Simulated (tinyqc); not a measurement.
Lateral field, substrate current, probability of reaching the oxide barrier and hot-carrier lifetime of a silicon transistor (pseudo-two-dimensional and lucky-electron models): one step, computed by the program tinyqc.

Local-field models: a lucky carrier gains its energy at the peak field over a path free of collisions. Voltages are magnitudes.

Task: Saturation point and current. C_ox = 3.9 eps_0/t; F_sat = 2 v_s/mu; V_Dsat = V_ov F_sat L/(V_ov + F_sat L), V_ov = V_G - V_T; I_D/W = C_ox v_s (V_ov - V_Dsat).

Inputs (values chosen for the exercise, modelled on a silicon n-channel):

| quantity | value | unit |
|---|---|---|
| channel length L | 210 | nm |
| oxide thickness t | 3.7 | nm |
| junction depth x_j | 60 | nm |
| mobility mu | 360 | cm^2/(V s) |
| saturation velocity v_s | 0.8 | 1e7 cm/s |
| threshold voltage V_T | 0.38 | V |
| gate voltage V_G | 0.97 | V |
| ionisation prefactor A_i | 2e+06 | 1/cm |
| ionisation field B_i | 1.65 | MV/cm |
| hot-carrier mean free path lambda | 8.7 | nm |
| oxide barrier phi_b | 3.1 | eV |
| interface-trap threshold phi_it | 3.8 | eV |
| lifetime constant H | 30 | s microampere/micrometre |
| length of the depleted extension L_n | 14 | nm |

Drain: lightly doped extension.

Constants: eps_0 = 8.8541878128e-12 F/m.

Give: F_sat; V_Dsat; drain current I_D/W.

Result:

F_sat = 44.44 kV/cm

V_Dsat = 0.3615 V

drain current I_D/W = 170.6 microampere/micrometre
